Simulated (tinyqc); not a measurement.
Worked calculation: CIS on RHF in the sto-3g basis, for H3+, spin multiplicity 1. One step of it, computed by the program tinyqc.

Problem. CIS matrix, triplets. A(ia,jb) = (e_a - e_i) d_ij d_ab - (ij|ab).

orbital energies (hartree): MO1 -1.194790, MO2 -0.208730, MO3 0.243169

Two-electron integrals over orbitals (pq|rs), unique and non-zero (hartree):
```
(11|11) 0.617493    (21|11) -0.000009   (21|21) 0.144366    (22|11) 0.565332
(22|21) 0.000017    (22|22) 0.626274    (31|11) 0.055241    (31|21) 1.53e-06
(31|22) -0.054536   (31|31) 0.138684    (32|11) 2.59e-06    (32|21) -0.110141
(32|22) -0.000010   (32|31) -0.000013   (32|32) 0.105970    (33|11) 0.616211
(33|21) -0.000020   (33|22) 0.548732    (33|31) 0.096785    (33|32) 0.000009
(33|33) 0.666126
```

Give: CIS matrix A, triplet.

Solution.

CIS matrix A, triplet (hartree):
```
        1>2     1>3
1>2  0.4207  0.0000
1>3  0.0000  0.8217
```
